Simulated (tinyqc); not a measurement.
Power transistor in saturation, electro-thermal loop: two steps of the calculation.

One temperature T for the device, T = T0 + Rth P(T), with P(T) = V I0 (T/300 K)^(-al) [1 + kv (T - 300 K)/Vov]^2. The loop gain is Rth dP/dT; a solution is thermally stable when it is below one.

Values chosen for this exercise: ambient temperature T0 = 340 K; drain voltage V = 5 V; saturation current at 300 K I0 = 0.59 A; exponent of the mobility al = 2.2; overdrive at 300 K Vov = 1.7 V; fall of the threshold with temperature kv = 2 mV/K; thermal resistance Rth = 12 K/W.

Task 1. Temperature by Newton steps. P(T) = V I0 (T/300 K)^(-al) [1 + kv (T - 300 K)/Vov]^2; P'(T) = P [-al/T + 2 kv/(Vov + kv (T - 300 K))]; G = Rth P'; T(new) = T + (T0 + Rth P - T)/(1 - G).

T at the start = 340 K

Find: P; G; T after iteration 1.

Result 1.

P = 2.456 W
G = -0.1245
T after iteration 1 = 366.2 K

Task 2. Loop gain and effective thermal resistance. P(T) = V I0 (T/300 K)^(-al) [1 + kv (T - 300 K)/Vov]^2; P'(T) = P [-al/T + 2 kv/(Vov + kv (T - 300 K))]; G = Rth P'. A small change of T0 changes T by 1/(1 - G) times as much.

converged T = 366.49382 K

Wanted: P; G; dT/dT0.

Result 2.

P = 2.2078 W
G = -0.10122
dT/dT0 = 0.90808

The feedback is negative: heating lowers the power, and the device steadies itself.

tinyqc, about 0.01 s, one thread, Intel Xeon 2.30GHz (shared host): `OMP_NUM_THREADS=1 python tinyqc.py 2520129 2520130 out.jsonl`
